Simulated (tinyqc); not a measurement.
Thermoelectric coefficients with electrons and holes, Landauer integrals: one step of the calculation.

Bulk parabolic band, x = (E - Ec)/kB T, C = hbar^2/(2 m0), kB T in eV. Modes per area gv m kB T x/(4 pi C) times the back-scattering length l0 x^rr give the transport function s0 X(x), s0 = (2 q^2/h) gv m kB T l0/(4 pi C), X = x^(1 + rr). Holes have the same form with the prefactor bb s0 and the reduced level -eta - xg in place of eta. I_k = int X (x - eta)^k w dx, w = 1/(4 cosh^2((x - eta)/2)).

Task. Both bands together. sigma = s0 I_0, S = -(kB/q) I_1/I_0, Lorenz number L = (kB/q)^2 [I_2/I_0 - (I_1/I_0)^2], kappa_e = L sigma T. With both bands: sigma = sigma_n + sigma_p, S = (sigma_n S_n + sigma_p S_p)/sigma with S_p = +(kB/q) I_1/I_0 of the holes, and kappa_e is the sum of L sigma T of both bands and the bipolar term sigma_n sigma_p (S_p - S_n)^2 T/sigma. Power factor S^2 sigma, ZT = S^2 sigma T/(kappa_e + kL).

Inputs (values chosen for the exercise):
- T = 500 K (temperature)
- m = 0.5 m0 (mass of one valley)
- gv = 2 (valleys)
- l0 = 12 nm (back-scattering length at x = 1)
- kL = 1.9 W/(m K) (lattice thermal conductivity)
- eta = -1.5 (reduced Fermi level (EF - Ec)/kB T)
- xg = 5.8 (gap over kB T)
- bb = 0.33 (ratio of the hole prefactor to the electron prefactor)

Constants: q = 1.602176634e-19 C, kB = 1.380649e-23 J/K, hbar = 1.054571817e-34 J s, h = 6.62607015e-34 J s, m0 = 9.1093837015e-31 kg, Vt = kB T/q, hbar^2/(2 m0) = 0.0380998212 eV nm^2. Results are converted to the units shown.

sigma = 168.52882 S/cm
S = -310.47902 uV/K
kappa_e = 0.12829586 W/(m K)
converged I_0, I_1, I_2 of the holes: [0.013477330, 0.084998137, 0.56306196]

Give: sigma_p; S_p; S; bipolar kappa; ZT.

Result.

sigma_p = 3.721 S/cm
S_p = 543.5 uV/K
S = -292.0 uV/K
bipolar kappa = 0.1328 W/(m K)
ZT = 0.3394

Holes carry 2.16 % of the conductivity and change S from -310 to -292 uV/K. Electrons alone would give ZT = 0.400.

Range of the model: Parabolic bands, elastic scattering and a fixed kL make these model figures, not those of a material.

Program tinyqc, `OMP_NUM_THREADS=1 python tinyqc.py 2800045 2800046 out.jsonl`; Intel Xeon 2.30GHz, shared host, one thread, about 0.03 s.
